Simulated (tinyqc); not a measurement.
Inside a calculation: Lorentz oscillators and the Kramers-Kronig relations. Values are carried at full precision from step to step, so a last printed digit may differ when a step is redone from the rounded ones.

eps(E) = 1 + sum_j S_j/(E0_j^2 - E^2 - i G_j E).

Constants: hbar c = 1973.269805 eV angstrom; hbar^2/2m0 = 3.80998211 eV angstrom^2; e^2/(4 pi eps0) = 14.39964547 eV angstrom.

Inputs chosen for the exercise (line positions loosely like those of SiC; Lorentz tails absorb below the gap, where the real solid is clear; the results hold for these values, not for the real material):

| symbol | value | unit | meaning |
|---|---|---|---|
| E0 | (6.06, 7.87, 9.28) | eV | resonances |
| G | (1.09, 1.19, 2.51) | eV | widths |
| S | (47.8, 124.4, 106.6) | eV^2 | strengths |
| E | 3.34 | eV | photon energy |
| h | 0.5 | eV | grid step |
| M | 30 |  | grid points E_j = j h |
| i | 12 |  | grid index at which eps1 is wanted |

## Dielectric function at one energy

Evaluate each oscillator and the sum.

terms: 1.8324+0.2609i  2.4348+0.1906i  1.4045+0.1571i

eps(E) = 6.6717+0.6085i
eps(0) = 5.5479

## Optical constants

n + i k = sqrt(eps1 + i eps2) with k >= 0; R = ((n - 1)^2 + k^2)/((n + 1)^2 + k^2) at normal incidence from vacuum; alpha = 2 E k/(hbar c), times 1e8 for 1/cm; loss function Im(-1/eps) = eps2/(eps1^2 + eps2^2).

Convert eps at the photon energy E into the optical constants.

n = 2.5856
k = 0.1177
R = 0.1964
alpha = 3.98e+04 1/cm
loss function = 0.0136
vacuum wavelength hc/E (hc = 1239.841984 eV nm) = 371.2 nm

The intensity falls to 1/e within 251 nm.

## Absorptive part on the grid

Tabulate eps2 at E_j = j h.

eps2(E_j), j = 1 .. M: 0.0572  0.1175  0.1848  0.2640  0.3624  0.4920  0.6749  0.9556  1.4403  2.4310  4.9031  9.0340  7.1392  7.2332  12.3954  15.3879  9.8709  7.5031  6.0199  4.3094  2.9231  2.0112  1.4354  1.0637  0.8146  0.6411  0.5162  0.4235  0.3530  0.2982

## eps1 at one grid point

Kramers-Kronig: eps1(E) = 1 + (2/pi) P integral_0^infinity E1 eps2(E1)/(E1^2 - E^2) dE1. Maclaurin rule on the grid E_j = j h, j = 1 .. M: eps1(E_i) = 1 + (4 h/pi) sum over j with j - i odd of E_j eps2(E_j)/(E_j^2 - E_i^2); nothing is added above E_M.

List the terms E_j eps2_j/(E_j^2 - E_i^2) for j - i odd, add them and form eps1.

terms in order of j (1/eV): -0.0008  -0.0082  -0.0305  -0.0995  -0.4115  -4.6899  7.4248  4.5909  2.3146  1.0542  0.4134  0.1715  0.0847  0.0476  0.0294

sum = 10.891 1/eV
eps1(E_i) = 7.933

The oscillator formula gives 8.208 at E_i = 6 eV. The rule samples every 2h = 1 eV against a narrowest width of 1.09 eV and stops at 15 eV; coarse sampling and the missing tail make the difference.

## The f-sum on the grid

W(E_M) = (2/pi) h sum_j E_j eps2_j, with half weight on the last point; the full integral equals sum S_j = (hbar omega_p)^2, and the electron density follows from (hbar omega_p)^2 = 8 pi c (e^2/(4 pi eps0)) N with c = hbar^2/2m0.

W(E_M) = 253.06 eV^2
sum S = 278.80 eV^2
share reached on this grid (a step near the line widths can inflate it) = 0.908
hbar omega_p = 16.697 eV
N = 2.02e+23 1/cm^3

## Checks

- The value of eps1 at 3.361 eV from a fine, long grid (with the tail of eps2 ~ 1/E^3 added) against the oscillator formula: both 6.69.

Computed by tinyqc, a small Python program: `OMP_NUM_THREADS=1 python tinyqc.py 1680321 1680322 out.jsonl` (the numbers bound the seed that draws the inputs); one thread of a shared host (Intel(R) Xeon(R) Processor @ 2.30GHz), about 0.2 s for the whole set of steps.
